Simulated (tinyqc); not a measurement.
Worked calculation: Wannier function of the lower band of a two-orbital chain. Values are carried at full precision from step to step, so a last printed digit may differ when a step is redone from the rounded ones.

H(k) = [[-d/2 - 2 ta cos k, -t1 - t2 exp(-ik)], [-t1 - t2 exp(ik), d/2 - 2 tb cos k]], k in 1/a, Bloch sums with exp(ikR) and without the positions inside the cell. Mesh k_j = 2 pi j/N. Projection gauge: each lower eigenvector u is multiplied by the phase that makes <trial|u> real and positive (the one-band case of Loewdin orthogonalisation). Wannier amplitudes w(R) = (1/N) sum_k exp(ikR) u(k); hoppings H(R) = (1/N) sum_k exp(-ikR) E(k).

Inputs chosen for the exercise:
```
symbol  value  unit      meaning
d       -0.09  eV        A at -d/2, B at +d/2
t1      1.07   eV        A-B in the cell
t2      0.81   eV        B to A of the next cell
ta      0.07   eV        A-A between cells
tb      0.29   eV        B-B between cells
N       6                k points
th      45     degrees   trial orbital cos(th) A + sin(th) B in cell 0
xb      0.51   a         position of B (A at 0)
a       3      angstrom  period
kq      2.93   1/a       point off the mesh
```

## Bloch states in the projection gauge

Diagonalise at each mesh point and fix the phase.

Mesh:
```
j  E lower (eV)  E upper (eV)               u_A               u_B  |<trial|u>|
0       -2.2586        1.5386           0.65590           0.75484       0.9975
1       -1.8206        1.4606  0.65475-0.15513i  0.72331+0.15513i       0.9744
2       -0.7888        1.1488  0.67515-0.27879i  0.62348+0.27879i       0.9183
3        0.0466        0.6734           0.88272           0.46991       0.9564
4       -0.7888        1.1488  0.67515+0.27879i  0.62348-0.27879i       0.9183
5       -1.8206        1.4606  0.65475+0.15513i  0.72331-0.15513i       0.9744
```

The projection is smallest at j = 2 and 4 (0.9183); the gauge is smooth as long as it stays away from zero.

## The Wannier function

w(R) = (1/N) sum_j exp(2 pi i j R/N) u_j, for the N cells nearest the origin; it is real.

Amplitudes:
```
R      on A     on B
-2   0.0705  -0.0560
-1  -0.1665   0.1894
0    0.6997   0.6531
1    0.0841  -0.0611
2   -0.0009   0.0154
3   -0.0310   0.0142
```

norm = 1.0000

Cell 0 holds 91.6 % of the weight.

## Centre and spread in real space

Point-like orbitals at R (A) and R + xb (B): centre <x>, spread <x^2> - <x>^2.

centre in units of a = 0.175
centre in angstrom = 0.524
spread = 1.547 angstrom^2

## The same from overlaps (Marzari-Vanderbilt)

b = 2 pi/N; M_j = u_j^+ diag(1, exp(-i b xb)) u_(j+1), with u_N = u_0. Centre = -(1/2 pi) sum arg M_j; gauge-invariant part Omega_I = (1/(N b^2)) sum (1 - |M_j|^2); gauge-dependent part Omega_D = (1/(N b^2)) sum (arg M_j + b centre)^2.

Overlaps:
```
j   |M_j|  arg M_j (rad)
0  0.9987        -0.2830
1  0.9933        -0.2431
2  0.7816        -0.0202
3  0.7816        -0.0202
4  0.9933        -0.2431
5  0.9987        -0.2830
```

centre from overlaps = 0.174 a
Omega_I = 0.1231 a^2
Omega_D = 0.0122 a^2

The centre is the Berry phase over 2 pi and does not depend on the trial orbital (modulo a). Omega_D is 9.0 % of the total; in one dimension a gauge that spreads the phase evenly removes it. The total is 0.1353 a^2, against 0.2255 a^2 (centre 0.169 a) in real space on 96 cells.

## Hoppings and interpolation

H(R) = (1/N) sum_j E_j cos(2 pi j R/N) for R = 0 to N/2. Interpolation: E(k) = H(0) + 2 sum H(R) cos(kR), the term R = N/2 of an even mesh counted once.

H(0), H(1), ... (eV): [-1.2385, -0.5562, 0.0662, -0.0402]

interpolated E(kq) = 0.0023 eV

The exact value is -0.0157 eV; the interpolation is off by +18.0 meV. Though the chain has short hoppings, the single band has longer ones, made by paths through the other orbital, which the tails of the Wannier function carry.

## Checks

- Centre from overlaps against the real-space centre on 200 points: both 0.1692.
- Omega_I + Omega_D against the real-space spread on 200 points: 0.225 against 0.226.

(tinyqc, `OMP_NUM_THREADS=1 python tinyqc.py 1451281 1451282 out.jsonl`, Intel(R) Xeon(R) Processor @ 2.30GHz, 1 thread, shared host, about 0.1 s.)
